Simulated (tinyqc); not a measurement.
# Raman shift of the zone-centre optical phonon of a diamond-structure crystal under stress, step by step

A worked calculation. Computed by tinyqc, a small Python program that keeps every step. Command: `OMP_NUM_THREADS=1 python tinyqc.py 3010571 3010572 out.jsonl ramanstress walk`. One thread of a shared host (Intel(R) Xeon(R) Processor @ 2.30GHz), about 0.01 s of CPU time with the checks. Intermediate numbers are printed to about 7 digits and carried at full precision; extremes and crossings named in words are read from the listed rows.

Axes x, y, z are the cube axes. Strain shifts the threefold optical mode and can split it; p, q and r are the phonon deformation potentials.

Inputs (values chosen for the exercise, modelled on silicon): unstrained frequency omega_0 = 519.8 1/cm; p/omega_0^2 = -1.8; q/omega_0^2 = -2.24; r/omega_0^2 = -0.687; C11 = 163.7 GPa; C12 = 64.43 GPa; C44 = 80.2 GPa; stress sigma (tension positive) = 0.68 GPa; polarisation angle phi = 60 degree; temperature coefficient d omega/dT = -0.022 1/(cm K); local temperature T = 520 K; laser wavelength = 514.5 nm.

Stress state: uniaxial. Axis: [210].

Constants: h = 6.62607015e-34 J s; c = 299792458 m/s; k_B = 1.380649e-23 J/K.

## Compliances

S11 = (C11 + C12)/D, S12 = -C12/D, D = (C11 - C12)(C11 + 2 C12), S44 = 1/C44.

S11 = 7.855059 1/TPa

S12 = -2.218478 1/TPa

S44 = 12.46883 1/TPa

## Stress and strain tensors

Uniaxial stress along the unit vector n of the axis: sigma_ij = sigma n_i n_j. eps_xx = S11 sigma_xx + S12 (sigma_yy + sigma_zz), and cyclic; eps_xy = S44 sigma_xy/2 (tensor strain).

stress (GPa), rows x, y, z:
```
[[0.544, 0.272, 0.000],
 [0.272, 0.136, 0.000],
 [0.000, 0.000, 0.000]]
```

strain (per mille), rows x, y, z:
```
[[3.971439, 1.695761, 0.000000],
 [1.695761, -0.138564, 0.000000],
 [0.000000, 0.000000, -1.508565]]
```

volume strain = 2.324310 per mille

## Secular matrix and shifts

Secular matrix: M_xx = p eps_xx + q (eps_yy + eps_zz), M_xy = 2 r eps_xy; its eigenvalues are omega^2 - omega_0^2, and the shifts are these over 2 omega_0.

M/(2 omega_0) (1/cm), rows x, y, z:
```
[[-0.898999, -0.605561, 0.000000],
 [-0.605561, -1.369003, 0.000000],
 [0.000000, 0.000000, -1.525671]]
```

shifts, in rising order (1/cm): [-1.783562, -1.525671, -0.484440]

All three modes are split. Tension softens every mode.

## Mean shift and Grueneisen parameter

gamma = -(p + 2q)/(6 omega_0^2); the mean of the three shifts is -gamma omega_0 x (volume strain).

mode Grueneisen parameter gamma = 1.046667

mean shift = -1.264558 1/cm

## The line seen from a (001) surface

Backscattering from a (001) surface: incident polarisation (cos phi, sin phi, 0). With Raman tensors (R_z)_xy = (R_z)_yx = 1 and cyclic, only the z component u_z of a mode counts: I = u_z^2 sin^2(2 phi) for parallel and u_z^2 cos^2(2 phi) for crossed polarisers. An unresolved line sits at the intensity-weighted shift, which is M_zz/(2 omega_0).

total intensity, parallel = 0.75

total intensity, crossed = 0.25

shift of the observed line = -1.525671 1/cm

shift per stress = -2.243633 1/(cm GPa)

stress per shift = -445.7056 MPa cm

The z-polarised mode is an eigenmode here, so one line is seen.

## The same stress in different states

Uniaxial: sigma n n^T; biaxial: sigma (1 - n n^T); hydrostatic: sigma 1. The line seen from (001) is taken as unresolved, at the intensity-weighted shift M_zz/(2 omega_0).

Shifts (1/cm):
```
state                     lowest     middle    highest  line seen from (001)
uniaxial [100]         -1.525671  -1.525671  -0.742332             -1.525671
uniaxial [110]         -1.890952  -1.525671  -0.377050             -1.525671
uniaxial [001]         -1.525671  -1.525671  -0.742332             -0.742332
uniaxial [111]         -2.273825  -0.759924  -0.759924             -1.264558
biaxial, normal [001]  -3.051341  -2.268002  -2.268002             -3.051341
biaxial, normal [111]  -3.033749  -3.033749  -1.519848             -2.529115
hydrostatic            -3.793673  -3.793673  -3.793673             -3.793673
```

Seen from (001), uniaxial stress along [100] and along [110] give the same shift (-1.526), and equal biaxial stress in the plane gives twice as much (-3.051), since only sigma_xx + sigma_yy and sigma_zz enter M_zz. Stress along [001] gives -0.742. One measured shift therefore fixes the stress only once its state is assumed: read as uniaxial in the plane, a shift implies twice the stress that it does read as biaxial.

## Heating mistaken for stress

A temperature above 300 K shifts the line by (d omega/dT)(T - 300 K); divided by the shift per stress it poses as a stress; the total shift adds it to the shift of the observed line. The anti-Stokes to Stokes ratio is [(omega_L + omega_0)/(omega_L - omega_0)]^3 exp(-h c omega_0/(k_B T)) in photon counts, omega_L = 1/wavelength, resonance effects left out.

thermal shift = -4.84 1/cm

apparent stress from heating = 2.157215 GPa

total shift = -6.365671 1/cm

anti-Stokes/Stokes ratio = 0.2786711

Heating poses as tension, 317 % of the true stress in size; the intensity ratio gives T apart from the shift.

Checks made by the program: mean of the eigenvalues against the trace rule (relative difference below 1e-10); weighted mean of the modes against M_zz (relative difference below 1e-10).
